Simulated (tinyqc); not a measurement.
Electron continuity equation in a given potential, Scharfetter-Gummel discretisation: three discretisations compared.

Steady state in one dimension: J = q mu n E + q D dn/dx with E = -dpsi/dx and D = mu Vt, dJ/dx = 0, fixed densities nL and nR at the ends. The potential is given, psi = U x/L, and is not changed by the electrons.

8 equal intervals. Fluxes J_i = (q D/h)(n_(i+1) P_i - n_i Q_i), d_i = (psi_(i+1) - psi_i)/Vt: Scharfetter-Gummel P = B(d), Q = B(-d), B(d) = d/(exp(d) - 1); central P = 1 - d/2, Q = 1 + d/2; upwind P = 1 + max(-d, 0), Q = 1 + max(d, 0). Balance at each inner node: J_i - J_(i-1) = 0. The reference is Scharfetter-Gummel on 1600 intervals.

Parameters, values chosen for the exercise; mobility close to that of silicon at room temperature:
```
symbol   value        unit                               meaning
T          450           K                           temperature
mu        1360  cm^2/(V s)                     electron mobility
L         0.76          um                  length of the region
nL        2e13       cm^-3                      density at x = 0
nR      6.4e13       cm^-3                      density at x = L
U          0.3           V  potential difference psi(L) - psi(0)
```

Constants: q = 1.602176634e-19 C, kB = 1.380649e-23 J/K, Vt = kB T/q. Results are converted to the units shown.

Densities (cm^-3):
```
node,Scharfetter-Gummel,central,upwind,reference
0,2.000e13,2.000e13,2.000e13,2.000e13
1,2.003e13,2.002e13,2.019e13,2.003e13
2,2.011e13,2.007e13,2.057e13,2.011e13
3,2.033e13,2.022e13,2.130e13,2.033e13
4,2.090e13,2.064e13,2.275e13,2.090e13
5,2.240e13,2.185e13,2.561e13,2.240e13
6,2.634e13,2.532e13,3.123e13,2.634e13
7,3.672e13,3.531e13,4.227e13,3.672e13
8,6.400e13,6.400e13,6.400e13,6.400e13
```

Largest errors as a share of the largest reference density listed: Scharfetter-Gummel under 1e-7 %, central 2.2 %, upwind 8.7 %. The largest |d| is 0.967. Upwinding stays positive but acts as if D were larger by the factor 1 + |d|/2, up to 1.48 here.

Numbers from tinyqc (`OMP_NUM_THREADS=1 python tinyqc.py 2220069 2220070 out.jsonl`; about 0.01 s on one thread of a shared Intel Xeon 2.30GHz).
